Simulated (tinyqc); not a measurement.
Domain walls in a thin film with perpendicular anisotropy: Bloch, Neel and chiral walls, motion and stripe domains: one step, computed by the program tinyqc.

One-dimensional wall: polar angle theta(x), azimuth phi of the moment in the wall (phi = 0 Neel, 90 degrees Bloch). mu_0 = 1.25663706212e-6 T m/A, gamma = 1.76085963023e11 rad/(s T).

Problem. Bloch or Neel. sigma(phi) = sigma_0 + 2 Delta K_D cos^2(phi) - pi D cos(phi), with the wall shape anisotropy K_D = N_x mu_0 M_s^2/2, N_x = t ln 2/(pi Delta). The minimum has cos(phi) = D/D_N for D < D_N = 4 Delta K_D/pi and phi = 0 beyond; sigma turns negative at D_c = (sigma_0 + 2 Delta K_D)/pi.

Inputs (values chosen for the exercise, for a model film): saturation magnetisation M_s = 682 kA/m; DMI constant D = 0.046 mJ/m^2; thickness t = 0.62 nm.

width parameter Delta = 8.938932 nm

sigma_0 = 7.607173 mJ/m^2

Give: K_D; D_N; azimuth phi; wall energy sigma; D_c.

Solution.

K_D = 4.472 kJ/m^3

D_N = 0.05090 mJ/m^2

azimuth phi = 25.35 degrees

wall energy sigma = 7.542 mJ/m^2

D_c = 2.447 mJ/m^2

A mixed wall, between Bloch and Neel. D is 0.02 of D_c.
